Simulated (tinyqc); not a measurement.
Ellipsometry and reflectance of a transparent film on an absorbing substrate: psi and Delta against the film thickness.

Air (index 1), film, substrate with N2 = n2 - i k2; time factor exp(+i w t). q_j = sqrt(N_j^2 - sin^2 th), root with positive real part. Fresnel coefficients r_s = (q_a - q_b)/(q_a + q_b), r_p = (N_b^2 q_a - N_a^2 q_b)/(N_b^2 q_a + N_a^2 q_b). tan(Psi) exp(i Delta) = R_p/R_s, Delta taken from 0 to 360 degrees.

beta = 2 pi d q1/lam, X = exp(-2 i beta), R = (r01 + r12 X)/(1 + r01 r12 X) for p and s. The last column is the derivative of Delta.

Values chosen for this exercise; indices close to those of silicon nitride on silicon:
- lam = 800 nm (wavelength)
- th = 70 degrees (angle of incidence)
- n1 = 2.009 (index of the transparent film)
- n2 = 3.692 (index of the substrate)
- k2 = 0.0065 (extinction coefficient of the substrate)

Results:
```
d (nm)	Psi (degrees)	Delta (degrees)	|R_p|^2	|R_s|^2	dDelta/dd (degrees/nm)
0	9.129	179.7	0.01758	0.6809	-2.976
51	19.49	81.07	0.07140	0.5700	-1.109
77	27.73	54.68	0.1109	0.4013	-1.022
102	37.79	21.25	0.1326	0.2205	-1.830
128	35.94	330.3	0.1301	0.2475	-1.597
153	25.97	300.4	0.1042	0.4392	-0.9885
179	18.11	273.2	0.06331	0.5922	-1.189
204	11.75	234.8	0.02871	0.6637	-2.030
230	9.288	165.7	0.01819	0.6800	-2.895
```

Estimate the missing row, d = 26 nm.

Computed row:
```
d (nm)	Psi (degrees)	Delta (degrees)	|R_p|^2	|R_s|^2	dDelta/dd (degrees/nm)
26	12.87	115.7	0.03418	0.6545	-1.788
```

With this row back in the table: Psi goes from 9.13 through a maximum of 37.8 (at d = 102 nm among the rows listed) to 9.29 degrees. The period is 225.3 nm, after which Psi and Delta return to the values of the bare substrate, so one angle and wavelength fix d only up to a multiple of it. The size of the slope of Delta runs from 0.989 to 2.98 degrees/nm among the rows; Delta is counted modulo 360 degrees, and sharper features can lie between the rows.

tinyqc, about 0.01 s, one thread, Intel Xeon 2.30GHz (shared host): `OMP_NUM_THREADS=1 python tinyqc.py 2870196 2870197 out.jsonl`
